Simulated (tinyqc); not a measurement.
Polar nitride quantum well with polarisation fields: sweeps and comparisons. A value that a table varies takes the place of the one given here.

Growth along [0001]. e_par = (a_sub - a)/a, Ppz = 2 e_par (e31 - e33 C13/C33), P = Psp + Ppz in each layer; strain relaxation and the strain shift of the gaps are left out, although thick layers with more than about 1 % mismatch would relax.

In a periodic stack without free charge the potential drop over a period vanishes: F_w = (P_b - P_w) Lb/(eps0 (eps_w Lb + eps_b Lw)), F_b = -F_w Lw/Lb, eps0 = 8.8541878e-12 F/m; 1 MV/cm = 1e8 V/m = 0.01 V/angstrom.

Envelope functions on cells of 0.25 angstrom over barrier, well, barrier (widths Lb, Lw, Lb), psi = 0 beyond, psi'/m continuous (mean mass between points), c = hbar^2/2m0. With u(z) the integral of e F (F_w in the well, F_b = -F_w Lw/Lb in the barriers, 1 MV/cm = 0.01 V/angstrom), zero at the centre of the well, the electron sees u plus Vc in the barriers and the hole -u plus Vv. The transition is Eg + E_e + E_h; excitons are left out.

Constants: hbar^2/2m0 = 3.80998211 eV angstrom^2; hc = 1239.841984 eV nm.

Values chosen for the exercise (near those of a GaN well in AlN; the results hold for these values, not for the real material):
- a_w = 3.189 angstrom (lattice constant a, well)
- a_b = 3.112 angstrom (lattice constant a, barrier)
- a_sub = 3.189 angstrom (in-plane lattice constant of the stack)
- Psp_w = -0.033 C/m^2 (spontaneous polarisation)
- Psp_b = -0.0888 C/m^2 (spontaneous polarisation)
- e31_w = -0.324 C/m^2
- e31_b = -0.536 C/m^2
- e33_w = 0.664 C/m^2
- e33_b = 1.534 C/m^2
- C_w = 0.274 (C13/C33)
- C_b = 0.287 (C13/C33)
- eps_w = 10.2 (dielectric constant)
- eps_b = 10.4 (dielectric constant)
- Lb = 80 angstrom (barrier width)
- Eg = 3.44 eV (gap of the well)
- Vc = 1.85 eV (conduction offset)
- Vv = 0.87 eV (valence offset)
- me = 0.2 m0 (electron, well)
- meb = 0.32 m0 (electron, barrier)
- mh = 1.92 m0 (hole, everywhere)
- Ls = (10, 14, 20, 28, 38, 50) angstrom (well widths)
- Lw = 13 angstrom (well width)

## Width of the well

Field, levels and overlap anew for each width.

Results:

| Lw (angstrom) | F_w (MV/cm) | E (eV) | E without field (eV) | overlap^2 | ln overlap^2 |
|---|---|---|---|---|---|
| 10 | -10.225 | 3.9173 | 4.1272 | 0.544 | -0.61 |
| 14 | -9.782 | 3.4859 | 3.8921 | 0.256 | -1.36 |
| 20 | -9.186 | 2.9598 | 3.7149 | 0.0467 | -3.06 |
| 28 | -8.496 | 2.3629 | 3.6045 | 0.00210 | -6.16 |
| 38 | -7.766 | 1.7297 | 3.5400 | 1.75e-05 | -10.95 |
| 50 | -7.041 | 1.0964 | 3.5026 | 2.32e-08 | -17.58 |

The red shift grows from 210 to 2406 meV. The line drops below Eg between 14 and 20 angstrom, which a square well can never do. Over the last two rows dE/dLw = -52.8 meV per angstrom, against -|e F_w| = -70.4 in the last row; the field itself weakens by 31 % over the table, since a wider well shares the drop with the barrier. The overlap falls by a factor 2.34e+07.

## Screening the field

F_w = -9.8893 MV/cm

Carriers or a semipolar orientation reduce the field; here it is simply scaled in well and barrier.

Results:

| share of the field | F_w (MV/cm) | E (eV) | nm | overlap^2 | separation (angstrom) |
|---|---|---|---|---|---|
| 1.0 | -9.889 | 3.5848 | 345.9 | 0.32 | 6.3 |
| 0.8 | -7.911 | 3.6955 | 335.5 | 0.42 | 5.5 |
| 0.6 | -5.934 | 3.7910 | 327.0 | 0.55 | 4.6 |
| 0.4 | -3.956 | 3.8676 | 320.6 | 0.71 | 3.4 |
| 0.2 | -1.978 | 3.9193 | 316.3 | 0.88 | 1.9 |
| 0.0 | 0.000 | 3.9380 | 314.8 | 0.95 | 0.0 |

Full screening shifts the line by -31.0 nm (+353 meV). The first fifth of the screening gives 111 meV and the last fifth 19 meV; a purely quadratic shift would give a ratio of 9, a linear one 1, and here it is 5.9.

## What each parameter does

Polarisation, field, levels and overlap anew. Each row changes one parameter from the base and keeps the others.

Results:

| case | F_w (MV/cm) | E (eV) | overlap^2 | red shift (meV) |
|---|---|---|---|---|
| base | -9.889 | 3.5848 | 0.32 | 353 |
| Lw = 18 angstrom | -9.377 | 3.1253 | 0.088 | 635 |
| Lb = 65 angstrom | -9.575 | 3.6043 | 0.33 | 334 |
| a_sub = 3.199 angstrom | -10.184 | 3.5672 | 0.31 | 371 |
| Psp_b = -0.0977 C/m^2 | -10.735 | 3.5336 | 0.28 | 404 |
| e33_w = 0.73 C/m^2 | -9.889 | 3.5848 | 0.32 | 353 |
| eps_w = 11.2 | -9.122 | 3.6294 | 0.36 | 309 |
| mh = 1.34 m0 | -9.889 | 3.6313 | 0.37 | 332 |
| Vc = 1.573 eV | -9.889 | 3.5469 | 0.30 | 365 |

The largest shifts from the base row, up to three for each result and ties (the steps differ in size, so this ranks the rows, not the parameters). F_w (MV/cm): Psp_b -0.845, eps_w +0.767, Lw +0.513; unchanged at the printed digits by e33_w, mh and Vc. E (eV): Lw -0.4595, Psp_b -0.0513, mh +0.0465; unchanged at the printed digits by e33_w. overlap^2: Lw -0.230, mh +0.0519, eps_w +0.0368; unchanged at the printed digits by e33_w. red shift (meV): Lw +282, Psp_b +51, eps_w -45; unchanged at the printed digits by e33_w.

(tinyqc, `OMP_NUM_THREADS=1 python tinyqc.py 1251402 1251403 out.jsonl`, Intel(R) Xeon(R) Processor @ 2.30GHz, 1 thread, shared host, about 0.05 s.)
